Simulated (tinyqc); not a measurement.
# p-n heterojunction, non-linear Poisson equation by Newton steps, Fermi-Dirac statistics: effect of the donor density of material 2

One dimension, material 1 (p-type) at x < 0 and material 2 (n-type) at x > 0. Band edges: Ec = -psi in material 1 and -psi + dEc in material 2, Ev = Ec - Eg. Flat quasi-Fermi levels: 0 for holes, +V for electrons. n = Nc F((EFn - Ec)/Vt), p = Nv F((Ev - EFp)/Vt), with F(eta) = F_1/2(eta) = (2/sqrt(pi)) int_0^infinity sqrt(u) du/(1 + exp(u - eta)) (Fermi-Dirac statistics); full ionisation, no interface charge, classical densities; the doping types are chosen for the exercise.

Exact first integral: on each side D^2/(2 eps0 er) = G, G = q [Vt (nI_j - nI_b) + Vt (pI_j - pI_b) - C (psi_j - psi_b)], with C = -N1 or +N2, b the neutral end of that side, and nI, pI the densities with F_1/2 replaced by F_3/2(eta) = (4/(3 sqrt(pi))) int_0^infinity u^(3/2) du/(1 + exp(u - eta)). D is continuous, so er1 G1(psi_j) = er2 G2(psi_j) fixes psi_j. Ends from Nv1 F((-psi_L - Eg1)/Vt) = N1 and Nc2 F((V + psi_R - dEc)/Vt) = N2. D is counted positive when psi rises towards material 2. Depletion (Anderson) capacitance C^2 = q eps0 er1 er2 N1 N2/(2 (er1 N1 + er2 N2)(psi_R - psi_L)). -dD/dV is the change of the displacement at the interface with both quasi-Fermi levels flat; it is the terminal capacitance only while neither side holds an inversion layer. n_j and p_j are densities at the interface.

Parameters, values chosen for the exercise; band and dielectric values those of a made-up pair: temperature T = 300 K; band gap of material 1 Eg1 = 1.75 eV; relative permittivity of material 1 er1 = 11.5; conduction-band density of states of material 1 Nc1 = 4.27e17 cm^-3; valence-band density of states of material 1 Nv1 = 9.15e18 cm^-3; band gap of material 2 Eg2 = 0.75 eV; relative permittivity of material 2 er2 = 11.9; conduction-band density of states of material 2 Nc2 = 2.47e17 cm^-3; valence-band density of states of material 2 Nv2 = 6.99e18 cm^-3; conduction-band offset Ec2 - Ec1 dEc = -0.58 eV; acceptor density of material 1 N1 = 1.3e18 cm^-3; bias of side 1 against side 2 V = 0.35 V.

Constants: q = 1.602176634e-19 C, kB = 1.380649e-23 J/K, Vt = kB T/q, eps0 = 8.8541878128e-14 F/cm where lengths are in cm. Results are converted to the units shown.

Effect of the donor density of material 2:

| N2 (cm^-3) | psi_R - psi_L (V) | psi_j - psi_L (V) | psi_R - psi_j (V) | D/q (cm^-2) | n_j in 1 (cm^-3) | p_j in 2 (cm^-3) | -dD/dV (nF/cm^2) | depletion C (nF/cm^2) |
|---|---|---|---|---|---|---|---|---|
| 6.5e14 | 0.6173 | 0.3420 | 0.2753 | 2.283e12 | 4.812 | 1.187e19 | 0.05106 | 9.425 |
| 1.5e15 | 0.6390 | 0.3420 | 0.2969 | 2.283e12 | 4.816 | 1.186e19 | 0.07595 | 14.07 |
| 3.6e15 | 0.6617 | 0.3421 | 0.3196 | 2.283e12 | 4.825 | 1.185e19 | 0.1632 | 21.40 |
| 8.5e15 | 0.6841 | 0.3422 | 0.3419 | 2.284e12 | 4.849 | 1.181e19 | 0.3784 | 32.28 |
| 2e16 | 0.7066 | 0.3425 | 0.3641 | 2.285e12 | 4.908 | 1.172e19 | 0.8920 | 48.49 |
| 4.7e16 | 0.7297 | 0.3433 | 0.3864 | 2.288e12 | 5.060 | 1.150e19 | 2.125 | 72.39 |
| 1.1e17 | 0.7540 | 0.3453 | 0.4087 | 2.295e12 | 5.467 | 1.093e19 | 5.158 | 106.4 |
| 2.6e17 | 0.7817 | 0.3507 | 0.4309 | 2.315e12 | 6.744 | 9.501e18 | 13.50 | 152.5 |

What does the table show?

As N2 goes from 6.5e14 to 2.6e17, the total bending rises from 0.617 to 0.782 V and the sheet charge D/q rises from 2.28e12 to 2.31e12 cm^-2; the share of the bending in material 1 falls from 55.4 to 44.9 %. The capacitance departs most from the depletion formula at N2 = 1.5e15, where it is 99 % below it, and there the holes at the interface in material 2 outnumber its donors: an inversion layer has formed, which screens D from the bias. In every row the carriers at the interface are degenerate and confined to a layer thin enough for quantisation, which is left out.

Numbers from tinyqc (`OMP_NUM_THREADS=1 python tinyqc.py 2040128 2040129 out.jsonl`; about 0.2 s on one thread of a shared Intel Xeon 2.30GHz).
